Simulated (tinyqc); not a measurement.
# Changing the source temperature T

Model: vacuum evaporation: vapour pressure, source flux, thickness distribution, purity and step coverage. Computed by tinyqc, a small Python program. Command: `OMP_NUM_THREADS=1 python tinyqc.py 3111292 3111293 out.jsonl evap sweep`. One thread of a shared host (Intel(R) Xeon(R) Processor @ 2.30GHz), about 0.01 s of CPU time with the checks.

Molecular flow, unit sticking of the metal, no re-evaporation. The background gas is taken as water vapour (18.015 g/mol, collision diameter 0.37 nm) at 300 K.

Inputs (values chosen for the exercise, modelled on silver, with constants for the liquid): molar mass M = 107.87 g/mol; film density rho = 10.5 g/cm^3; vapour-pressure constant A = 10.73; vapour-pressure constant B = 13820 K; source area = 2.1 cm^2; directionality n = 4; source-to-wafer distance h = 15 cm; wafer radius R = 2.5 cm; background pressure p = 7e-05 Pa; sticking of background gas = 0.2.

Constants: u = 1.6605390666e-27 kg; k_B = 1.380649e-23 J/K; R = 8.314462618 J/(mol K).

Method:
- log10(p_v/Pa) = A - B/T; flux from the surface Phi = p_v/sqrt(2 pi m k_B T), m = M u.
- Mass loss = Phi x area x m; heat of evaporation = ln(10) R B; d ln Phi/dT = ln(10) B/T^2 - 1/(2 T).
- A small source emits (n + 1) Phi area cos^n(phi)/(2 pi) per solid angle; on a parallel plane at height h and lateral distance l the arrival rate is (n + 1) Phi area/(2 pi h^2) x (1 + (l/h)^2)^(-(n + 3)/2). Growth rate = arrival rate x m/rho, m = M u. The wafer is fixed and centred above the source.
- Mean free path lambda = k_B T_g/(sqrt2 pi d^2 p); unscattered share exp(-h/lambda); gas arrival p/sqrt(2 pi m_g k_B T_g); impurity ratio = sticking x gas arrival/metal arrival; monolayer time = 1e15 cm^-2/(sticking x gas arrival).

One run for each value; columns: (1) source temperature T (K); (2) growth rate at the centre (nm/s); (3) vapour pressure p_v (Pa); (4) impurity ratio; (5) change of flux per kelvin (%/K):
```
(1)          (2)         (3)         (4)     (5)
1160  6.1810e-02  6.5495e-02  1.3848e-01  2.3218
1220  2.3229e-01  2.5242e-01  3.6849e-02  2.0970
1270  6.3575e-01  7.0487e-01  1.3464e-02  1.9336
1320  1.6110e+00  1.8210e+00  5.3132e-03  1.7884
1380  4.4942e+00  5.1941e+00  1.9046e-03  1.6347
1430  9.8873e+00  1.1632e+01  8.6572e-04  1.5212
1480  2.0612e+01  2.4670e+01  4.1528e-04  1.4190
1530  4.0931e+01  4.9810e+01  2.0912e-04  1.3267
```

What does the table show?

Over the rows, growth rate at the centre (nm/s) rises from 0.0618 to 40.9 (exponent d ln y / d ln x 26 between the first rows and 21 between the last); vapour pressure p_v (Pa) rises from 0.0655 to 49.8 (exponent d ln y / d ln x 27 between the first rows and 21 between the last); impurity ratio falls from 0.138 to 2.09e-4 (exponent d ln y / d ln x -26 between the first rows and -21 between the last).

Caution (rows 1530): at this vapour pressure atoms collide above the melt, which widens the beam and lowers the net flux.
